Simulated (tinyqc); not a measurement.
## Charge centroid from charge and shift

Question. A sheet of N electrons in the storage layer of a charge-trap cell shifts the threshold by U = (q/eps0) N (tb/eb + xc tn/en). Find xc and the distance xc tn from the blocking layer.

Inputs (values chosen for the exercise):
- tn = 6.7 nm (storage layer)
- en = 7.3 (its relative permittivity)
- tb = 11.8 nm (blocking layer)
- eb = 9 (its relative permittivity)

Constants: q = 1.602176634e-19 C, eps0 = 8.8541878128e-14 F/cm where lengths are in cm. Results are converted to the units shown.

N = 3.2e12 cm^-2
U = 1.0568040 V

Solution. U eps0/(q N) is the electrical distance from the gate; subtract that of the blocking layer.

xc = 0.5600
distance = 3.752 nm

tinyqc, about 0.03 s, one thread, Intel Xeon 2.30GHz (shared host): `OMP_NUM_THREADS=1 python tinyqc.py 2130028 2130029 out.jsonl`
